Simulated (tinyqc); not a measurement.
Worked calculation: thermal and gravitational stress in a wafer during furnace and rapid thermal processing, and the onset of slip. Computed by tinyqc, a small Python program that keeps every step. Command: `OMP_NUM_THREADS=1 python tinyqc.py 3014518 3014519 out.jsonl slip walk`. One thread of a shared host (Intel(R) Xeon(R) Processor @ 2.30GHz), about 0.01 s of CPU time with the checks. Intermediate numbers are printed to about 6 digits and carried at full precision; extremes and crossings named in words are read from the listed rows.

A thin free disc in plane stress, isotropic; T(r) = T_centre + dT (r/R)^n with n = 2. Stress is positive in tension; sigma_SB = 5.670374419e-8 W/(m^2 K^4), g = 9.80665 m/s^2.

Inputs (values chosen for the exercise, modelled on silicon): wafer radius R = 150 mm; thickness t = 775 micrometre; Young's modulus E = 162 GPa; Poisson ratio nu = 0.26; expansion alpha = 4.31 1e-6/K; edge less centre temperature dT = 37 K; temperature T = 1450 K; prefactor A of the critical stress = 0.00016 MPa; energy U of the critical stress = 0.986 eV; density rho = 2330 kg/m^3; heat capacity c = 985 J/(kg K); conductivity k = 26.7 W/(m K); wafer spacing s = 13 mm; ramp rate = 2.6 K/min; radius of the support ring over R = 0.51.

Temperature profile: parabolic.

Constants: k_B = 8.617333262e-05 eV/K.

## Thermal stress

With x = r/R: s_rr = alpha E dT (1 - x^n)/(n + 2), s_tt = alpha E dT [1 - (n + 1) x^n]/(n + 2).

Temperature and stresses at r/R = 0, 0.3, 0.5, 0.7, 0.8, 0.9, 0.95, 1:
```
r/R   T - T_centre (K)  s_rr (MPa)  s_tt (MPa)
0.00            0.0000     6.45854      6.4585
0.30            3.3300     5.87727      4.7147
0.50            9.2500     4.84390      1.6146
0.70           18.1300     3.29385     -3.0355
0.80           23.6800     2.32507     -5.9419
0.90           29.9700     1.22712     -9.2357
0.95           33.3925     0.62971    -11.0279
1.00           37.0000     0.00000    -12.9171
```

hoop stress at the edge = -12.91707 MPa

r/R where s_tt = 0 = 0.577350

The hot edge is squeezed; the edge stress is n times that at the centre in size.

## Resolved stress round the edge

At the edge the stress is uniaxial along the tangent d = (cos phi, sin phi, 0) of a (001) wafer; the Schmid factor is the largest |(d.n)(d.b)| over the twelve {111}<110> systems.

Schmid factor and resolved stress at phi = 0, 7.5, 15, 22.5, 30, 37.5 and 45 degrees from [100]:
```
phi from [100] (degrees)  Schmid factor  resolved stress (MPa)
0.0                            0.408248                5.27337
7.5                            0.454124                5.86595
15.0                           0.482963                6.23847
22.5                           0.492799                6.36552
30.0                           0.482963                6.23847
37.5                           0.454124                5.86595
45.0                           0.408248                5.27337
```

The factor is 1/sqrt(6) = 0.408 along <100> and <110> and peaks at 0.4928 at 22.5 degrees, so slip, if any, starts at eight places between these directions.

## Slip criterion

Critical resolved stress tau_c = A exp(U/(k_B T)), a form chosen for the exercise; slip when 0.492799 |s_tt(R)| > tau_c; allowed |dT| = tau_c (n + 2)/(0.492799 n alpha E).

critical stress tau_c = 0.427729 MPa

resolved over critical stress = 14.8821

allowed |dT| = 2.48620 K

Slip is expected.

## Ramp rate in a batch furnace

In a stack heated from the rim, heat flows inward by conduction and by radiation between wafers: k_eff = k + (16/3) sigma_SB T^3 s^2/t (a diffusion estimate with the spacing as path length). A steady ramp gives the parabolic lag dT = rho c (ramp) R^2/(4 k_eff); the allowed ramp uses n = 2.

k_eff = 227.748 W/(m K)

lag of the centre = 2.45631 K

allowed ramp rate = 2.63165 K/min

Radiation carries 88 % of the inward flow. The ramp is 0.99 of the allowed one.

## Gravity

Own weight q = rho g t on a ring of radius b R, x = r/R: moments of an edge-supported plate, M_r = q R^2 (3 + nu)(1 - x^2)/16 and M_t = q R^2 [(3 + nu) - (1 + 3 nu) x^2]/16, less the uniform moment inside the ring load, q R^2 [(1 - nu)(1 - b^2) - 2 (1 + nu) ln b]/8; stress at the lower face = 6 M/t^2.

stress at the centre = -0.305659 MPa

radial stress at the ring = -0.516593 MPa

hoop stress at the ring = -0.420832 MPa

The largest of these is 0.60 tau_c when halved for shear. Point supports give far higher local stress than a ring.

## Position of the support ring

The formulas are those given above.

Stress at the lower face (MPa):
```
b        centre  radial at ring  hoop at ring  largest in size
0.40  -0.647113       -0.776868     -0.717961         0.776868
0.50  -0.334206       -0.536949     -0.444906         0.536949
0.60  -0.065117       -0.357067     -0.224525         0.357067
0.65   0.058249       -0.284387     -0.128834         0.284387
0.70   0.176015       -0.221361     -0.040957         0.221361
0.75   0.289209       -0.166963      0.040134         0.289209
0.80   0.398659       -0.120363      0.115267         0.398659
0.90   0.608922       -0.047966      0.250253         0.608922
1.00   0.810973        0.000000      0.368172         0.810973
```

Among these rows the largest stress is least, 0.221 MPa, for a ring at 0.7 R, 3.7 times below edge support: the overhang balances the sag of the centre. All values scale as R^2/t.

## Limits against temperature

The formulas are those given above.

For the parabolic profile:
```
T (K)  tau_c (MPa)  allowed |dT| (K)  k_eff (W/(m K))  allowed ramp (K/min)
1050       8.64394           50.2434          103.042               24.0619
1125       4.18028           24.2982          120.597               13.6191
1200       2.21380           12.8678          140.657                8.4120
1275       1.26342            7.3437          163.387                5.5766
1350       0.76741            4.4606          188.955                3.9173
1425       0.49124            2.8554          217.527                2.8868
1500       0.32880            1.9112          249.271                2.2142
```

From 1050 to 1500 K the allowed difference falls 26 times and the allowed ramp 11 times; radiation, which grows as T^3, gives back a factor 2.42. Ramps must slow as the wafer gets hotter.

Checks made by the program: force balance: the hoop stress integrates to zero (added to the edge stress) (relative difference below 1e-10).
